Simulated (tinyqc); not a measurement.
# Conduction-band offset of an n-N heterojunction from carrier-profile moments: effect of the offset

Layer 1 (x < 0) accumulates electrons and layer 2 (x > 0) is depleted. Boltzmann statistics. The bands bend down by V1 in layer 1 and up by V2 in layer 2, with V1 + V2 = VD = dE + Vt ln[(N2/Nc2)/(N1/Nc1)].

Sheet densities from the first integral: Q1 = sqrt((2 eps0 eps_r Vt N1/q)(exp(u1) - u1 - 1)) extra electrons, Q2 = sqrt((2 eps0 eps_r Vt N2/q)(exp(-u2) + u2 - 1)) missing ones, u = V/Vt; neutrality Q1 = Q2 + si.

Values chosen for this exercise; values of the order of III-V alloys:
- T = 350 K (temperature)
- eps_r = 12.9 (relative permittivity of both layers)
- Nc1 = 7e17 cm^-3 (density of states of the narrow-gap layer 1)
- Nc2 = 1e18 cm^-3 (density of states of the wide-gap layer 2)
- N1 = 4.8e15 cm^-3 (donor density in layer 1)
- N2 = 6.5e16 cm^-3 (donor density in layer 2)
- si = 0 cm^-2 (fixed charge at the interface)

Constants: q = 1.602176634e-19 C, kB = 1.380649e-23 J/K, Vt = kB T/q, eps0 = 8.8541878128e-14 F/cm where lengths are in cm. Results are converted to the units shown.

Effect of the offset:
```
dE (eV)	VD (V)	V1 (V)	Q1 (cm^-2)	n(0-)/Nc1
0.06	0.12783	0.080215	1.4813e11	0.097992
0.12	0.18783	0.10254	2.2968e11	0.20541
0.19	0.25783	0.12001	3.1634e11	0.36658
0.25	0.31783	0.13057	3.8164e11	0.52040
0.31	0.37783	0.13872	4.4007e11	0.68175
0.37	0.43783	0.14529	4.9312e11	0.84770
0.44	0.50783	0.15161	5.4972e11	1.0452
0.5	0.56783	0.15619	5.9460e11	1.2168
```

What does the table show?

Q1 rises from 1.48e11 to 5.95e11 cm^-2, as VD^(0.70) between the last two rows. Layer 1 takes 62.7 % of VD in the first row and 27.5 % in the last: accumulation charge grows exponentially with V1, so most of a large offset falls across the depleted side. For dE = 0.25, 0.31, 0.37, 0.44, 0.5 n(0-) nears or passes Nc1, where degeneracy and quantisation lower Q1.

Numbers from tinyqc (`OMP_NUM_THREADS=1 python tinyqc.py 2410071 2410072 out.jsonl`; about 0.07 s on one thread of a shared Intel Xeon 2.30GHz).
